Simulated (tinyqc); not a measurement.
Capacitance measurement on a leaky thin oxide: effects of series resistance and leakage: one step of the calculation.

The device is a capacitance C in parallel with a leakage conductance G, in series with Rs and Ls. An impedance meter reports either a parallel pair (Cp, Gp) from Y = 1/Z = Gp + i w Cp or a series pair (Cs, Rm) from Z = Rm + 1/(i w Cs); w = 2 pi f, dissipation D = Gp/(w |Cp|).

Problem. True capacitance and conductance. EOT = 3.9 tox/eox; CET = EOT + zc + zp; C = 3.9 eps0 A/CET; G = Jg A/Vs.

Values chosen for this exercise; values of the order met in thin-oxide MOS capacitors:
- eox = 9.2 (relative permittivity of the gate insulator (close to aluminium oxide))
- tox = 9 nm (insulator thickness)
- A = 100 um^2 (gate area)
- zc = 0.29 nm (oxide-equivalent thickness added by the accumulation layer)
- zp = 0 nm (oxide-equivalent thickness added by gate depletion)
- Jg = 0.0054 A/cm^2 (gate leakage current density, not matched to the thickness)
- Vs = 0.41 V (voltage for an e-fold rise of the leakage)

Constants: eps0 = 8.8541878128e-14 F/cm where lengths are in cm. Results are converted to the units shown.

Give: EOT; CET; C; G.

Solution.

EOT = 3.815 nm
CET = 4.105 nm
C = 0.8412 pF
G = 0.01317 uS

Numbers from tinyqc (`OMP_NUM_THREADS=1 python tinyqc.py 2022113 2022114 out.jsonl`; about 0.01 s on one thread of a shared Intel Xeon 2.30GHz).
